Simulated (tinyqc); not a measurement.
Shallow donor in an anisotropic valley (effective-mass theory), step by step. Values are carried at full precision from step to step, so a last printed digit may differ when a step is redone from the rounded ones.

Constants: Ry = 13.60569312 eV; a0 (Bohr radius) = 0.5291772105 angstrom; hbar^2/2m0 = 3.80998211 eV angstrom^2; e^2/(4 pi eps0) = 14.39964547 eV angstrom.

Values chosen for the exercise (near those of Ge; not measured data):
- ml = 1.544 m0 (longitudinal mass)
- mt = 0.082 m0 (transverse mass)
- eps = 15.6 (dielectric constant)
- a = 71.8 angstrom (trial radius across the axis)
- b = 18.4 angstrom (trial radius along the axis)

## Hydrogen-like estimates

Ry* = Ry m/eps^2 and a* = a0 eps/m for four choices of one mass: mt, the conductivity mass 3/(1/ml + 2/mt), the density-of-states mass (ml mt^2)^(1/3), and ml.

Estimates:
```
mass               m (m0)  Ry* (meV)  a* (angstrom)
mt                 0.0820       4.58         100.67
conductivity       0.1198       6.70          68.90
density of states  0.2182      12.20          37.84
ml                 1.5440      86.32           5.35
```

## Energy of one trial function

One valley: H = -c [(d2/dx2 + d2/dy2)/mt + (d2/dz2)/ml] - q/(eps r), c = hbar^2/2m0, q = e^2/(4 pi eps0). Trial function exp(-sqrt((x^2 + y^2)/a^2 + z^2/b^2)) with a > b: T = (c/3)(2/(mt a^2) + 1/(ml b^2)), V = -(q/eps) atan(u/b)/u, u = sqrt(a^2 - b^2). The central cell of the impurity is left out.

Evaluate T, V and E. Scaling both radii by f changes T to T/f^2 and V to V/f, so the best factor is f = -2T/V, with energy -V^2/(4T).

T = 8.438 meV
V = -17.445 meV
E = -9.007 meV
best scale factor = 0.9674
energy after scaling = -9.016 meV

The virial ratio -V/T is 2.067; it is 2 at the best scale. Scaling gains 0.010 meV.

## Scan over the shape

For each ratio b/a = 0.2, 0.3, ..., 0.9 the best scale follows from a = -2 T1/V1, with T1 and V1 taken at a = 1 angstrom.

Scan:
```
b/a  a (angstrom)  b (angstrom)  E (meV)
0.2         79.90         15.98   -8.074
0.3         65.49         19.65   -9.354
0.4         61.87         24.75   -9.436
0.5         61.40         30.70   -9.089
0.6         62.17         37.30   -8.604
0.7         63.52         44.47   -8.092
0.8         65.17         52.14   -7.595
0.9         66.99         60.29   -7.129
```

The best listed ratio is 0.4; (mt/ml)^(1/2) = 0.23 and (mt/ml)^(1/3) = 0.38 are common guesses.

## The minimum

Minimise over a and b. The Mott estimate n_c = (0.25/a_m)^3 uses a_m = (a^2 b)^(1/3); 1/angstrom^3 = 1e24/cm^3.

a = 62.79 angstrom
b = 22.50 angstrom
E = -9.482 meV
a_m = 44.60 angstrom
n_c = 0.176 x 1e18/cm^3

b/a = 0.358. The binding energy is 2.068 times Ry*(mt). The central cell of a real donor shrinks the orbit and raises n_c.

## Checks

- Energy from 21 anisotropic Gaussians against the two-parameter function, meV: -9.54 against -9.48.

tinyqc: `OMP_NUM_THREADS=1 python tinyqc.py 1281930 1281931 out.jsonl`; about 0.01 s, one thread, shared Intel(R) Xeon(R) Processor @ 2.30GHz.
